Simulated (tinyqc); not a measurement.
Classical Heisenberg spin chain: exact results, Metropolis, heat-bath and over-relaxation steps, and a Monte Carlo run: one step, computed by the program tinyqc.

E = -J sum_i s_i . s_(i+1) for unit vectors s_i on an open chain; K = J/(k_B T).

Question. Exact results. Each bond angle is independent, so u = <s_i . s_(i+1)> = coth K - 1/K, <s_i . s_(i+n)> = u^n, correlation length xi = -1/ln|u|, energy per bond -J u, heat capacity per bond c/k_B = 1 - K^2/sinh^2 K, and for the long chain chi = mu^2 (1 + u)/(3 k_B T (1 - u)) per spin.

Inputs (values chosen for the exercise, for a model chain of large moments): coupling J = 25 meV; temperature T = 77.1 K; moment mu = 2.8 mu_B.

Constants: k_B = 8.617333262e-05 eV/K; mu_B = 5.7883818060e-05 eV/T.

Give: K; u; xi; energy per bond; heat capacity; chi over the Curie value; chi.

Answer.

K = 3.763

u = 0.7353

xi = 3.253 sites

energy per bond = -18.38 meV

heat capacity = 0.9694 k_B/bond

chi over the Curie value = 6.556

chi = 0.1493 mu_B/T per spin

For |K| >> 1, |u| = 1 - 1/|K| and xi = |K| - 1/2 = 3.26: the chain orders only at T = 0, and c tends to k_B, not to zero, a failure of classical spins.
